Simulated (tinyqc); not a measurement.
Inside a calculation. Model: thermionic-field emission through a Schottky barrier, WKB.

Computed by the program tinyqc: `OMP_NUM_THREADS=1 python tinyqc.py 2640098 2640099 out.jsonl`, one thread of a shared Intel Xeon 2.30GHz, about 0.01 s for the whole run. Printed values are rounded.

Metal on an n-type semiconductor with one parabolic valley; V > 0 is forward bias (metal positive). Energies E are counted from the conduction edge of the neutral semiconductor, whose Fermi level lies at -xi; that of the metal lies at -xi - V. The barrier is a parabola of height Vd = phi - xi - V (depletion approximation, no image force).

Values chosen for this exercise; band and dielectric values close to those of indium phosphide:

| symbol | value | unit | meaning |
|---|---|---|---|
| T | 200 | K | temperature |
| me | 0.0807 | m0 | electron mass |
| eps_r | 12.5 |  | relative permittivity |
| phi | 0.7 | eV | barrier height seen from the metal |
| Nd | 3.3e17 | cm^-3 | donor density |
| V | 0.25 | V | bias |
| nE | 15 |  | points of the energy grid |
| Eb | 0.56 | eV | upper end of the energy grid |

Constants: q = 1.602176634e-19 C, kB = 1.380649e-23 J/K, hbar = 1.054571817e-34 J s, h = 6.62607015e-34 J s, m0 = 9.1093837015e-31 kg, Vt = kB T/q, eps0 = 8.8541878128e-14 F/cm where lengths are in cm. Results are converted to the units shown.

Range of the model: The depletion approximation, a parabolic band and the neglect of image-force lowering make these currents estimates at high doping.

## Fermi level, barrier and E00

Nc = 2 (2 pi me m0 kB T/h^2)^1.5 (times 1e-6 for cm^-3); Nd = Nc F12(-xi/Vt), F12(x) = (2/sqrt(pi)) int_0^infinity sqrt(u)/(1 + exp(u - x)) du; E00 = (hbar/2) sqrt(Nd/(me m0 eps0 eps_r)) in SI units (volts). W = sqrt(2 eps0 eps_r Vd/(q Nd)).

Nc = 3.13145e17 cm^-3
xi = -0.00723306 eV
Vd = 0.457233 V
W = 43.7523 nm
E00 = 10.6192 meV
E00/Vt = 0.616154

By a common rule of thumb, E00/Vt below 0.5 marks thermionic emission, 0.5 to 5 thermionic-field emission and above 5 field emission. By that rule alone: thermionic-field emission; with a high barrier, tunnelling near its top can carry most of the current even below 0.5.

## Current density on a coarse grid

For E < Vd, ln T(E) = -(Vd/E00) [sqrt(1 - y) - y ln((1 + sqrt(1 - y))/sqrt(y))], y = E/Vd; T(E) = 1 above. J = A* T (q/kB) int_0^infinity T(E) N(E) dE, N = ln[(1 + exp((-xi - E)/Vt))/(1 + exp((-xi - V - E)/Vt))], A* = 4 pi q me m0 kB^2/h^3 (times 1e-4 for A/(cm^2 K^2)). Simpson's rule on nE equally spaced points from 0 to Eb.

E, point 0 to 14 (eV): [0.000000, 0.040000, 0.080000, 0.120000, 0.160000, 0.200000, 0.240000, 0.280000, 0.320000, 0.360000, 0.400000, 0.440000, 0.480000, 0.520000, 0.560000]
T(E), point 0 to 14: [1.99767e-19, 1.68592e-15, 9.56963e-13, 1.84348e-10, 1.68873e-8, 8.58199e-7, 2.63196e-5, 5.10921e-4, 0.00642699, 0.0524937, 0.271207, 0.809253, 1, 1, 1]
N, point 0 to 14: [0.924844, 0.139228, 0.0145609, 0.00143908, 1.41388e-4, 1.38830e-5, 1.36311e-6, 1.33837e-7, 1.31407e-8, 1.29022e-9, 1.26680e-10, 1.24381e-11, 1.22123e-12, 1.19906e-13, 1.17730e-14]
T(E) N, point 0 to 14: [1.84753e-19, 2.34726e-16, 1.39342e-14, 2.65292e-13, 2.38765e-12, 1.19144e-11, 3.58765e-11, 6.83800e-11, 8.44555e-11, 6.77285e-11, 3.43566e-11, 1.00655e-11, 1.22123e-12, 1.19906e-13, 1.17730e-14]
J = 2.85261e-4 A/cm^2

The integrand peaks at E = 0.320 eV among these points, 0.70 of the barrier height. A converged quadrature gives 2.852e-4 A/cm^2 (this grid is 0.026 % above that), of which 0.62 % passes over the barrier.
